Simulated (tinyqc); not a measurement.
Thickness from the minima: X-ray reflectivity of a thin film on silicon: critical angles, Parratt recursion, fringes and roughness. Computed by tinyqc, a small Python program. Command: `OMP_NUM_THREADS=1 python tinyqc.py 3120367 3120368 out.jsonl xrr walk`. One thread of a shared host (Intel(R) Xeon(R) Processor @ 2.30GHz), about 0.01 s of CPU time with the checks.

n = 1 - delta + i beta; the classical electron radius is r_e = 2.8179403e-6 nm. Layer 0 is vacuum, 1 the film, 2 the substrate.

Inputs (values chosen for the exercise, modelled on TaN on silicon, copper K-alpha radiation): wavelength lambda = 0.15406 nm; film density rho = 13.9 g/cm^3; effective electrons per unit mass, film = 0.409 mol/g; beta/delta, film = 0.077; film thickness d = 27.5 nm; roughness of the surface sigma_1 = 0.44 nm; roughness of the interface sigma_2 = 0.32 nm; substrate density = 2.33 g/cm^3; effective electrons per unit mass, substrate = 0.507 mol/g; beta/delta, substrate = 0.023; grazing angle theta = 1.33 degrees.

Constants: N_A = 6.02214076e+23 1/mol.

Method:
- delta = r_e lambda^2 rho_e/(2 pi), rho_e = density x electrons per mass x N_A; critical angle sqrt(2 delta), q_c = 4 sqrt(pi r_e rho_e).
- k_j = (2 pi/lambda) sqrt(sin^2 theta - 2 delta_j + 2 i beta_j); r_ij = (k_i - k_j)/(k_i + k_j) x exp(-2 k_i k_j sigma^2) (Nevot-Croce); r = (r_01 + r_12 p)/(1 + r_01 r_12 p), p = exp(2 i k_1 d); R = |r|^2.
- Far above the critical angle the period is d theta = lambda/(2 d), or 2 pi/d in q; the envelope runs between (|r_01| - |r_12 p|)^2 and (|r_01| + |r_12 p|)^2; contrast = 2 a b/(a^2 + b^2) with a = |r_01|, b = |r_12 p|; roughness factors on the amplitudes are about exp(-q^2 sigma^2/2).
- Minima of R theta^4 are located on 6001 points over 7.5 periods, from 1.15 times the larger critical angle. With refraction, sin^2(theta_m) = 2 delta + m^2 (lambda/(2 d))^2, m integer or half-integer; the first six minima are used, and the first order is the one that minimises the largest residual of the least-squares line plus the distance of its intercept from 2 delta. Without refraction, d = lambda/(2 x mean step of sin theta).

Constants:
```
layer      rho_e (1/nm^3)        delta         beta  critical angle (degrees)  q_c (1/nm)
film              3423.65  3.64436e-05  2.80615e-06                  0.489157    0.696378
substrate          711.40  7.57263e-06  1.74170e-07                  0.222977    0.317437
```

period in theta = 0.160491 degrees

Minima:
```
order m  theta (degrees)  sin^2 theta
2                 0.5864   1.0474e-04
3                 0.6871   1.4381e-04
4                 0.8077   1.9870e-04
5                 0.9403   2.6930e-04
6                 1.0805   3.5560e-04
7                 1.2258   4.5761e-04
```

d with refraction = 27.506 nm

d without refraction = 34.520 nm

Against d = 27.5 nm the errors are +0.02 % with and +25.53 % without refraction. The orders are integers, as r_01 and r_12 have opposite signs for a film denser than the substrate.

Extremes, crossings and ranges named in words are read from the listed rows.
